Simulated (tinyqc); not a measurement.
# Threshold-voltage variability of a planar MOSFET, analytic estimates: effect of the correlation length of the roughness

Three independent sources add in quadrature: random dopants in the depleted layer, metal-gate grains of two orientations, and roughness of the two gate edges acting through the roll-off VT = VT(long) - Vr exp(-L/l). These are first-order estimates: no three-dimensional electrostatics, no percolation.

ni = sqrt(Nc Nv) exp(-Eg/(2 Vt)), Eg in volts; Cox = 3.9 eps0/ti; Wd = sqrt(4 eps0 eps_r Vt ln(Na/ni)/(q Na)); dopants: s1 = (q/Cox) sqrt(Na Wd/(3 L W)). Grains: Ng = L W/G^2 (at least 1), s2 = dW sqrt(p (1 - p)/Ng). Edges, with exponential correlation and u = W/La: the mean gate length has sL^2 = 2 De^2 (2/u)[1 - (1 - exp(-u))/u]; s3 = sL (Vr/l) exp(-L/l). s = sqrt(s1^2 + s2^2 + s3^2). l and Vr are held fixed.

Parameters, values chosen for the exercise; material values close to those of silicon: temperature T = 300 K; band gap Eg = 1.11 eV; relative permittivity of the semiconductor eps_r = 11.6; conduction-band density of states at T Nc = 2.76e19 cm^-3; valence-band density of states at T Nv = 2.67e19 cm^-3; channel doping Na = 5.9e18 cm^-3; oxide-equivalent thickness in inversion ti = 1.5 nm; gate length L = 32 nm; gate width W = 79 nm; metal grain size G = 10 nm; work-function difference of the two grain orientations dW = 0.15 eV; share of the orientation of higher work function p = 0.4; rms roughness of one gate edge De = 1.2 nm; decay length of the threshold roll-off l = 5.7 nm; prefactor of the roll-off Vr = 2.8 V.

Constants: q = 1.602176634e-19 C, kB = 1.380649e-23 J/K, Vt = kB T/q, eps0 = 8.8541878128e-14 F/cm where lengths are in cm. Results are converted to the units shown.

The same in every row: s1 (mV) = 23.75; s2 (mV) = 14.62.

Result of one run:
```
s3 (mV)  s (mV)  s sqrt(L W) (mV um)
1.047     27.91                1.403
```

Which correlation length of the roughness La gave this result: 2, 5, 20 or 80 nm?

La = 5 nm.

The whole series:
```
La (nm)  s3 (mV)  s (mV)  s sqrt(L W) (mV um)
2         0.6753   27.89                1.403
5          1.047   27.91                1.403
10         1.429   27.92                1.404
20         1.875   27.95                1.405
40         2.297   27.98                1.407
80         2.612   28.01                1.408
160        2.809   28.03                1.409
```

As La goes from 2 to 160 nm, s stays near 28.0 mV. The dopants are the largest source in the first and the last row. The edge term s3 rises from 0.675 to 2.81 mV: a longer correlation averages out less along the width.

tinyqc, about 0.02 s, one thread, Intel Xeon 2.30GHz (shared host): `OMP_NUM_THREADS=1 python tinyqc.py 2090127 2090128 out.jsonl`
